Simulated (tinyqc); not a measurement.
# From lower LO mode back to fraction x of A

Model: two-mode optical phonons of a ternary alloy from two coupled oscillators. Computed by tinyqc, a small Python program. Command: `OMP_NUM_THREADS=1 python tinyqc.py 3029297 3029298 out.jsonl twomode inv`. One thread of a shared host (Intel(R) Xeon(R) Processor @ 2.30GHz), about 0.01 s of CPU time with the checks.

An alloy A(x)B(1-x)C has an A-C and a B-C bond oscillator. Each TO frequency moves linearly from the impurity mode (dilute end) to the TO of the pure crystal; each strength is proportional to the number of bonds.

Inputs (values chosen for the exercise, modelled on Al(x)Ga(1-x)As, with A-C the AlAs-like and B-C the GaAs-like bond):

| quantity | value | unit |
|---|---|---|
| omega_TO of pure AC | 361.2 | 1/cm |
| omega_LO of pure AC | 404.3 | 1/cm |
| omega_TO of pure BC | 269.8 | 1/cm |
| omega_LO of pure BC | 292.8 | 1/cm |
| eps_inf of AC | 8.13 | - |
| eps_inf of BC | 11.1 | - |
| impurity mode of A in BC | 358.7 | 1/cm |
| impurity mode of B in AC | 250.9 | 1/cm |

Method:
- omega_1 = (impurity mode of A) + x (omega_TO,AC - impurity mode of A); omega_2 = (impurity mode of B) + (1 - x)(omega_TO,BC - impurity mode of B); eps_inf = x eps_AC + (1 - x) eps_BC; strengths W_1 = x eps_AC (omega_LO,AC^2 - omega_TO,AC^2), W_2 = (1 - x) eps_BC (omega_LO,BC^2 - omega_TO,BC^2).
- eps(omega) = eps_inf + W_1/(omega_1^2 - omega^2) + W_2/(omega_2^2 - omega^2) = 0 is the eigenproblem of the matrix [[omega_1^2 + W_1/eps_inf, sqrt(W_1 W_2)/eps_inf], [sqrt(W_1 W_2)/eps_inf, omega_2^2 + W_2/eps_inf]] for omega_LO^2.
- Uncoupled values keep the diagonal alone. eps_s = eps_inf + W_1/omega_1^2 + W_2/omega_2^2.

Question. A run gave the result below. Find the fraction x of A, known to lie between 0.18 and 0.34.

lower LO mode = 282.1398 1/cm

Answer.

Each step takes the trial c = (a f_b - b f_a)/(f_b - f_a), f being the result less the target and a, b, c the logarithms of the listed values; c replaces end b, the old b replaces a if the sign of f changed, and otherwise f_a is halved.

Scan of the range:

| fraction x of A | lower LO mode (1/cm) |
|---|---|
| 0.180 | 284.857 |
| 0.200 | 284.006 |
| 0.223 | 283.032 |
| 0.247 | 282.022 |
| 0.275 | 280.850 |
| 0.306 | 279.559 |
| 0.340 | 278.150 |

False position (Illinois rule, in the logarithm of the input) inside the bracket:

| step | end a | end b | trial | lower LO mode (1/cm) |
|---|---|---|---|---|
| 1 | 0.223000 | 0.247000 | 0.244078 | 282.145 |
| 2 | 0.247000 | 0.244078 | 0.244199 | 282.140 |
| 3 | 0.247000 | 0.244199 | 0.244200 | 282.140 |
| 4 | 0.244199 | 0.244200 | 0.244199 | 282.140 |

Lower LO mode falls at every point of a 13-point scan of the range (every second point is shown), so one value fits; it is bracketed by 0.223 and 0.247. Answer: fraction x of A = 0.2442.
